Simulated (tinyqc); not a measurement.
Worked calculation: plane-wave Kohn-Sham cycle with exchange-only LDA in a layered model solid. Computed by tinyqc, a small Python program that keeps every step. Settings: points = 16, plane-wave index or count = 3, electrons = 2, k points = 1, area = 31.0, mixing = 1.0, iteration cap = 76, Kerker q0 = 1.49. Command: `OMP_NUM_THREADS=1 python tinyqc.py 29977 29978 out.jsonl` (the two numbers bound the seeds that draw the settings). One thread of a shared host (Intel(R) Xeon(R) Processor @ 2.60GHz), about 0.01 s of CPU time with the checks. Later iterations appear only in the table of the cycle.

## Iteration 1: potential

A solid whose potential varies along x alone (atomic units):
```
parameter                      value
period a                    5.600000
cross-section of the cell  31.000000
electrons per cell                 2
grid points                       16
plane waves -n..n, n               3
k points                           1
V1 in V1 cos(2 pi x/a)     -0.110000
```

density at the start, on the grid x_j = j a/N (e/bohr^3): [0.01152074, 0.01152074, 0.01152074, 0.01152074, 0.01152074, 0.01152074, 0.01152074, 0.01152074, 0.01152074, 0.01152074, 0.01152074, 0.01152074, 0.01152074, 0.01152074, 0.01152074, 0.01152074]

V_H(G) = 4 pi rho(G)/G^2 for G != 0 (uniform background); v_x = -(3 rho/pi)^(1/3); V = V_ext + V_H + v_x; Fourier components f(G_m) = (1/N) sum_j f(x_j) exp(-i G_m x_j).

Potentials on the grid (hartree):
```
x             V_ext       V_H        v_x          V
0.000000  -0.110000  0.000000  -0.222408  -0.332408
0.350000  -0.101627  0.000000  -0.222408  -0.324035
0.700000  -0.077782  0.000000  -0.222408  -0.300190
1.050000  -0.042095  0.000000  -0.222408  -0.264503
1.400000          0  0.000000  -0.222408  -0.222408
1.750000   0.042095  0.000000  -0.222408  -0.180313
2.100000   0.077782  0.000000  -0.222408  -0.144626
2.450000   0.101627  0.000000  -0.222408  -0.120781
2.800000   0.110000  0.000000  -0.222408  -0.112408
3.150000   0.101627  0.000000  -0.222408  -0.120781
3.500000   0.077782  0.000000  -0.222408  -0.144626
3.850000   0.042095  0.000000  -0.222408  -0.180313
4.200000          0  0.000000  -0.222408  -0.222408
4.550000  -0.042095  0.000000  -0.222408  -0.264503
4.900000  -0.077782  0.000000  -0.222408  -0.300190
5.250000  -0.101627  0.000000  -0.222408  -0.324035
```

V(G_m), m = 0, 1, 2, ... (hartree): [-0.222408, -0.055000, 0.000000, 0.000000, 0.000000, 0.000000, 0.000000]

## Iteration 1: Hamiltonian at one k

k = 0.000000 2 pi / a

H(m,m') = (k + G_m)^2/2 delta + V(G_m - G_m'), with V(-G) = V(G).

H (hartree), order -3, -2, -1, +0, +1, +2, +3:
```
[[5.442543, -0.055000, 0.000000, 0.000000, 0.000000, 0.000000, 0.000000],
 [-0.055000, 2.295348, -0.055000, 0.000000, 0.000000, 0.000000, 0.000000],
 [0.000000, -0.055000, 0.407031, -0.055000, 0.000000, 0.000000, 0.000000],
 [0.000000, 0.000000, -0.055000, -0.222408, -0.055000, 0.000000, 0.000000],
 [0.000000, 0.000000, 0.000000, -0.055000, 0.407031, -0.055000, 0.000000],
 [0.000000, 0.000000, 0.000000, 0.000000, -0.055000, 2.295348, -0.055000],
 [0.000000, 0.000000, 0.000000, 0.000000, 0.000000, -0.055000, 5.442543]]
```

## Iteration 1: levels at that k

Diagonalise the Hermitian matrix.

eigenvalues (hartree): [-0.231895, 0.405430, 0.414915, 2.295988, 2.295990, 5.443504, 5.443504]

## Iteration 1: new density

Motion across x is left out: the lowest 1 band(s) hold two electrons at each of the k points (j + 1/2)/nk - 1/2. Residual R = rho(out) - rho(in); rho(new) = rho(in) + 1 R, with R(G) scaled by G^2/(G^2 + 1.49^2) (Kerker). rho(out) = 2/(a A nk) sum |psi|^2 with psi = sum c exp(i G x). Harris energy E = band energy - dV sum rho (V_H/2 + v_x) + (3/4) dV sum rho v_x with rho(in), dV = a A/N, band energy = (2/nk) sum of the filled levels.

rho(out) (e/bohr^3): [0.01570668, 0.01532838, 0.01428909, 0.01283488, 0.01126671, 0.00984713, 0.00875209, 0.00807257, 0.00784346, 0.00807257, 0.00875209, 0.00984713, 0.01126671, 0.01283488, 0.01428909, 0.01532838]

density after iteration 1 (e/bohr^3): [0.01312382, 0.01295973, 0.01251965, 0.01193298, 0.01134447, 0.01085902, 0.01052156, 0.01033122, 0.01027074, 0.01033122, 0.01052156, 0.01085902, 0.01134447, 0.01193298, 0.01251965, 0.01295973]

energy per cell = -0.35258570 hartree

## Iteration 2: potential

As before.

Potentials on the grid (hartree):
```
x             V_ext        V_H        v_x          V
0.000000  -0.110000   0.014620  -0.232279  -0.327660
0.350000  -0.101627   0.013407  -0.231307  -0.319527
0.700000  -0.077782   0.010016  -0.228659  -0.296425
1.050000  -0.042095   0.005105  -0.225030  -0.262020
1.400000          0  -0.000440  -0.221268  -0.221708
1.750000   0.042095  -0.005728  -0.218066  -0.181698
2.100000   0.077782  -0.010016  -0.215783  -0.148017
2.450000   0.101627  -0.012785  -0.214474  -0.125632
2.800000   0.110000  -0.013739  -0.214054  -0.117794
3.150000   0.101627  -0.012785  -0.214474  -0.125632
3.500000   0.077782  -0.010016  -0.215783  -0.148017
3.850000   0.042095  -0.005728  -0.218066  -0.181698
4.200000          0  -0.000440  -0.221268  -0.221708
4.550000  -0.042095   0.005105  -0.225030  -0.262020
4.900000  -0.077782   0.010016  -0.228659  -0.296425
5.250000  -0.101627   0.013407  -0.231307  -0.319527
```

V(G_m), m = 0, 1, 2, ... (hartree): [-0.222219, -0.052468, -0.000255, 0.000002, 0.000001, 0.000000, 0.000000]

## Iteration 2: Hamiltonian at one k

k = 0.000000 2 pi / a

As before.

H (hartree), order -3, -2, -1, +0, +1, +2, +3:
```
[[5.442732, -0.052468, -0.000255, 0.000002, 0.000001, 0.000000, 0.000000],
 [-0.052468, 2.295537, -0.052468, -0.000255, 0.000002, 0.000001, 0.000000],
 [-0.000255, -0.052468, 0.407220, -0.052468, -0.000255, 0.000002, 0.000001],
 [0.000002, -0.000255, -0.052468, -0.222219, -0.052468, -0.000255, 0.000002],
 [0.000001, 0.000002, -0.000255, -0.052468, 0.407220, -0.052468, -0.000255],
 [0.000000, 0.000001, 0.000002, -0.000255, -0.052468, 2.295537, -0.052468],
 [0.000000, 0.000000, 0.000001, 0.000002, -0.000255, -0.052468, 5.442732]]
```

## Iteration 2: levels at that k

As before.

eigenvalues (hartree): [-0.230868, 0.406017, 0.414156, 2.296119, 2.296122, 5.443607, 5.443607]

## Iteration 2: new density

As before.

rho(out) (e/bohr^3): [0.01551901, 0.01515900, 0.01416930, 0.01278255, 0.01128402, 0.00992394, 0.00887188, 0.00821746, 0.00799650, 0.00821746, 0.00887188, 0.00992394, 0.01128402, 0.01278255, 0.01416930, 0.01515900]

density after iteration 2 (e/bohr^3): [0.01401103, 0.01376990, 0.01311628, 0.01222582, 0.01130252, 0.01050684, 0.00992490, 0.00958039, 0.00946748, 0.00958039, 0.00992490, 0.01050684, 0.01130252, 0.01222582, 0.01311628, 0.01376990]

energy per cell = -0.35121843 hartree

## Convergence

Stop when sqrt(dV sum R^2) is below 1e-8, dV = a A/N.

Course of the cycle:
```
iteration  E (hartree)  norm of the residual
1          -0.35258570              3.66e-02
2          -0.35121843              2.18e-02
3          -0.35073631              1.29e-02
4          -0.35056948              7.68e-03
5          -0.35051162              4.57e-03
6          -0.35049143              2.72e-03
7          -0.35048434              1.62e-03
8          -0.35048184              9.65e-04
9          -0.35048096              5.75e-04
10         -0.35048064              3.43e-04
11         -0.35048053              2.04e-04
...                ...                   ...
21         -0.35048047              1.15e-06
22         -0.35048047              6.87e-07
23         -0.35048047              4.09e-07
24         -0.35048047              2.44e-07
25         -0.35048047              1.45e-07
26         -0.35048047              8.66e-08
27         -0.35048047              5.16e-08
28         -0.35048047              3.07e-08
29         -0.35048047              1.83e-08
30         -0.35048047              1.09e-08
31         -0.35048047              6.50e-09
```

Converged in 31 iterations. Before convergence this energy mixes input and output and is not variational, so it may rise towards its limit.
